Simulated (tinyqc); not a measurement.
Grain-boundary trapping model (Seto) of a polycrystalline semiconductor film: one step, computed by the program tinyqc.

Grains of equal size L are joined by thin boundaries with one trap level. Trapped carriers deplete a width W on each side and raise a barrier, crossed by thermionic emission. Dopants are fully ionised, statistics are non-degenerate and mu_g does not depend on T.

Task: Critical doping. If all traps fill, the grain is just depleted at N* = Q_t/L, with the barrier e Q_t L/(8 eps eps_0).

Inputs (values chosen for the exercise, modelled on polycrystalline silicon): permittivity eps = 11.7; grain size L = 150 nm; trap density Q_t = 1.1e+12 1/cm^2.

Grain interior: neglected.

Constants: e = 1.602176634e-19 C; eps_0 = 8.8541878128e-12 F/m; k_B = 8.617333262e-05 eV/K.

Give: N*; barrier at N* with all traps filled.

Result:

N* = 7.333e+16 1/cm^3

barrier at N* with all traps filled = 0.3190 V
